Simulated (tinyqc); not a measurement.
Floating body of a partially depleted SOI transistor: body voltage and kink: one step of the calculation.

Source at 0 V. Channel current Ic = 2 nf K Vt^2 [F(0) - F(Vd)](1 + la Vd), F(V) = ln^2(1 + exp((Vg - VT - nf V)/(2 nf Vt))), VT = VT0 - gb Vb. Saturation voltage Vs = 2 Vt sqrt(F(0)) + 3 Vt, excess Ve = (Vd - Vs + sqrt((Vd - Vs)^2 + 0.0004 V^2))/2, multiplication M1 = Ai Ve exp(-Bl/Ve). Each junction passes D(v) = J1 (exp(v/Vt) - 1) + J2 (exp(v/(2 Vt)) - 1). Bipolar current Ib = bb J1 (exp(Vb/Vt) - 1). The body settles where M1 (Ic + Ib) = D(Vb) + D(Vb - Vd) + Vb/Rb; drain current Id = (1 + M1)(Ic + Ib) - D(Vb - Vd).

Question. New Vb. Current into the body I_in = M1 (Ic + Ib) - D(Vb - Vd), current out I_out = D(Vb) + Vb/Rb; f = ln(I_in/I_out), s = df/dVb by central differences over 1e-5 V, Vb(new) = Vb - f/s.

Inputs (values chosen for the exercise); values of the order met in partially depleted silicon-on-insulator transistors:
```
symbol   value         unit                                                                                            meaning
T          398            K                                                                                        temperature
VT0       0.42            V                                                                     threshold at zero body voltage
gb        0.18                                                                  fall of the threshold per volt of body voltage
nf        1.29                                                                                                    slope factor
K          130  uA/(V^2 um)                                                                              gain factor per width
la        0.08          1/V                                                                   channel-length modulation factor
Ai        1.44          1/V                                                                        impact-ionisation prefactor
Bl         8.8            V                                                                          impact-ionisation voltage
J1      9.4e-9        uA/um                                                      diffusion saturation current of each junction
J2      2.2e-6        uA/um                                                  recombination saturation current of each junction
bb         0.5                                                 gain of the lateral bipolar transistor on the diffusion current
Rb         1e9      kohm um  resistance of a weak body tie to the source (1e9 stands for no tie, and the term is then dropped)
Vg         0.8            V                                                                                       gate voltage
Vd         1.3            V                                                                                      drain voltage
```

Constants: q = 1.602176634e-19 C, kB = 1.380649e-23 J/K, Vt = kB T/q. Results are converted to the units shown.

Vb at the start = 0.4 V

Give: Ic; Ve; M1; I_in; I_out; f; s; Vb after iteration 1.

Answer.

Ic = 11.392 uA/um
Ve = 0.84643 V
M1 = 3.7217e-5
I_in = 4.2620e-4 uA/um
I_out = 0.0018397 uA/um
f = -1.4624
s = -24.319 1/V
Vb after iteration 1 = 0.33987 V

Range of the model: The multiplication law is an empirical form chosen for the exercise; self-heating and capacitive coupling to the body are left out, and the linear laws are rough once Vb passes about 0.7 V or M1 about 0.1.

Computed by the program tinyqc: `OMP_NUM_THREADS=1 python tinyqc.py 2182151 2182152 out.jsonl`, one thread of a shared Intel Xeon 2.30GHz, about 0.2 s for the whole run.
